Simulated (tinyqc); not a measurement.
# Disorder broadening of a semi-elliptic band in the self-consistent Born approximation: density of states across the band

The local Green function is G = g0(z - Sigma) with z = E + i eta and g0(z) = (z - sqrt(z - 2t) sqrt(z + 2t))/(2 t^2), principal roots; the self-energy is Sigma = D G. The density of states is -Im G/pi.

Sigma is iterated to self-consistency (retarded branch, Im Sigma < 0); first Born means Sigma = D g0(z) put once into G = g0(z - Sigma); clean means Sigma = 0. Closed form: G = (z - sqrt(z^2 - 4 (t^2 + D)))/(2 (t^2 + D)) with the root that gives Im G < 0; for eta -> 0 a semi-ellipse of half-width 2 sqrt(t^2 + D).

Values chosen for this exercise:
- t = 1 eV (hopping)
- D = 0.051 eV^2 (variance of the random site energy)
- eta = 0.01 eV (bare broadening)

Density of states across the band:

| E (eV) | Re Sigma (eV) | Im Sigma (eV) | DOS, self-consistent (1/eV) | DOS, first Born (1/eV) | DOS, clean (1/eV) |
|---|---|---|---|---|---|
| 0 | 0 | -0.04951 | 0.3090 | 0.3088 | 0.3167 |
| 0.246 | 0.005939 | -0.04915 | 0.3067 | 0.3066 | 0.3143 |
| 0.492 | 0.01188 | -0.04805 | 0.2999 | 0.2998 | 0.3069 |
| 0.738 | 0.01781 | -0.04617 | 0.2882 | 0.2881 | 0.2943 |
| 0.984 | 0.02374 | -0.04340 | 0.2709 | 0.2709 | 0.2755 |
| 1.23 | 0.02966 | -0.03956 | 0.2469 | 0.2470 | 0.2494 |
| 1.476 | 0.03556 | -0.03429 | 0.2140 | 0.2143 | 0.2132 |
| 1.722 | 0.04140 | -0.02676 | 0.1670 | 0.1677 | 0.1603 |
| 1.968 | 0.04692 | -0.01374 | 0.08577 | 0.08717 | 0.05580 |
| 2.214 | 0.03344 | -4.002e-4 | 0.002498 | 0.002471 | 0.002118 |
| 2.46 | 0.02670 | -1.965e-4 | 0.001226 | 0.001223 | 0.001142 |

The self-consistent density of states falls from 0.309 to 0.00123 1/eV. The clean band ends at 2t = 2.00 eV; in the rows beyond it the self-consistent and clean values are of the same size. By ratio, first Born differs most at E = 1.968 eV, where it is 1.6 % above the self-consistent value.

Range of the model: The self-consistent Born approximation misses band tails from rare fluctuations and localisation.

Program tinyqc, `OMP_NUM_THREADS=1 python tinyqc.py 2720005 2720006 out.jsonl`; Intel Xeon 2.30GHz, shared host, one thread, about 0.01 s.
